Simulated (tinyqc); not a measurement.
Worked calculation: short-period [001] superlattice in sp3s* tight binding. Values are carried at full precision from step to step, so a last printed digit may differ when a step is redone from the rounded ones.

sp3s* tight binding, nearest neighbours only: anion (a) at 0, cation (c) at a/4 (1,1,1), orbitals s, px, py, pz, s* on each; k in units of 2 pi/a. With phases e_j = exp(i (pi/2) k.n_j) for n = (1,1,1), (1,-1,-1), (-1,1,-1), (-1,-1,1): g0 = (e1+e2+e3+e4)/4, g1 = (e1+e2-e3-e4)/4, g2 = (e1-e2+e3-e4)/4, g3 = (e1-e2-e3+e4)/4. The diagonal holds the levels Esa, Epa, Exa (s*) and Esc, Epc, Exc. Anion-cation block: <sa|sc> = Vss g0; <sa|xc> = Vsapc g1; <xa|sc> = -Vscpa g1; <xa|xc> = Vxx g0; <xa|yc> = <ya|xc> = Vxy g3, <xa|zc> = <za|xc> = Vxy g2, <ya|zc> = <za|yc> = Vxy g1; <s*a|xc> = Vxapc g1; <xa|s*c> = -Vpaxc g1; y and z take g2 and g3 in place of g1; s-s* and s*-s* vanish.

Parameters, chosen for this exercise (A near a published set for GaAs, B for AlAs; shifted at random, so the results belong to these values and not to a real crystal): pA = (-8.36, 1.041, -2.66, 3.66, 8.588, 6.721, -6.447, 1.954, 5.073, 4.48, 5.791, 4.842, 4.818) eV (order Esa, Epa, Esc, Epc, Exa, Exc, Vss, Vxx, Vxy, Vsapc, Vscpa, Vxapc, Vpaxc); pB = (-7.54, 0.983, -1.161, 3.59, 7.473, 6.742, -6.655, 1.882, 4.288, 5.102, 5.485, 4.528, 5.006) eV (the same for B); dEv = 0.47 eV (valence offset: Ev(B) lies this far below Ev(A)); n = 1 (monolayers of A); m = 1 (monolayers of B).

## Band line-up of the two bulk crystals

Edges on the common scale: Ev, the conduction level at Gamma, the minimum on (kx,0,0) for kx from 0.5 to 1, and the level at X.

Edges (eV):
```
crystal       Ev   Gamma  Delta minimum       X
A         0.0000  1.5406         2.0240  2.0240
B        -0.4700  2.5622         1.7896  1.8190
```

For Gamma electrons A is the well, 1.022 eV deep; for X electrons B is, 0.205 eV deep; holes sit in A.

## Shifted levels

Planes alternate anion, cation along [001], a/4 apart; at zero in-plane momentum s, pz, s* form one block. All levels of A are shifted so that its Ev (lower root of [[Epa, Vxx], [Vxx, Epc]]) is 0, and those of B so that its Ev is -dEv. A monolayer is an anion plane and the cation plane above it; an anion between unlike cations takes the mean of the two anion levels; each bond takes the couplings of its cation. Block from an anion to the cation above: U with Vss/2 (s,s), Vsapc/2 (s,z), -Vscpa/2 (z,s), Vxx/2 (z,z), Vxapc/2 (s*,z), -Vpaxc/2 (z,s*); to the cation below: the same with the s-z and s*-z signs reversed. The cell of n + m monolayers is closed with the phase exp(2 pi i q). No spin-orbit coupling. In this block 2 (n + m) levels are filled.

Parameters in the order Esa, Epa, Esc, Epc, Exa, Exc, Vss, Vxx, Vxy, Vsapc, Vscpa, Vxapc, Vpaxc. Find Ev of each set and shift the levels.

Ev before the shift (eV): A -0.0017, B -0.0028

Levels (eV):
```
plane                  s       p      s*
anion A          -8.3583  1.0427  8.5897
cation A         -2.6583  3.6617  6.7227
anion B          -8.0072  0.5158  7.0058
cation B         -1.6282  3.1228  6.2748
interface anion  -8.1827  0.7793  7.7978
```

## The matrix for n = 1, m = 1 at q = 0

Planes in the order a1, c1, a2, c2, ...; the A cations come first.

H (eV):
```
        sa1     za1     *a1     sc1     zc1     *c1     sa2     za2     *a2     sc2     zc2     *c2
sa1  -8.183       0       0  -3.224   2.240       0       0       0       0  -3.328  -2.551       0
za1       0   0.779       0  -2.896   0.977  -2.409       0       0       0   2.743   0.941   2.503
*a1       0       0   7.798       0   2.421       0       0       0       0       0  -2.264       0
sc1  -3.224  -2.896       0  -2.658       0       0  -3.224   2.896       0       0       0       0
zc1   2.240   0.977   2.421       0   3.662       0  -2.240   0.977  -2.421       0       0       0
*c1       0  -2.409       0       0       0   6.723       0   2.409       0       0       0       0
sa2       0       0       0  -3.224  -2.240       0  -8.183       0       0  -3.328   2.551       0
za2       0       0       0   2.896   0.977   2.409       0   0.779       0  -2.743   0.941  -2.503
*a2       0       0       0       0  -2.421       0       0       0   7.798       0   2.264       0
sc2  -3.328   2.743       0       0       0       0  -3.328  -2.743       0  -1.628       0       0
zc2  -2.551   0.941  -2.264       0       0       0   2.551   0.941   2.264       0   3.123       0
*c2       0   2.503       0       0       0       0       0  -2.503       0       0       0   6.275
```

## Levels of the small cell

Diagonalise (s, pz, s* block of a cell with n = 1, m = 1; px and py are apart). The lowest 4 levels are filled. Give the share of the cation weight of the lowest empty level that lies on the A cations, c1.

levels (eV): [-12.384, -10.071, -7.243, -0.233, 1.901, 1.926, 2.435, 4.407, 6.503, 7.798, 10.096, 11.150]

share on A cations = 0.818

The lowest empty level is number 5, at 1.901 eV.

## Checks

- Cell of two equal monolayers against the bulk levels at Gamma and X: they agree to 1e-10 or better.

Program tinyqc; command `OMP_NUM_THREADS=1 python tinyqc.py 1450443 1450444 out.jsonl`; about 0.3 s on one thread of a shared Intel(R) Xeon(R) Processor @ 2.30GHz.
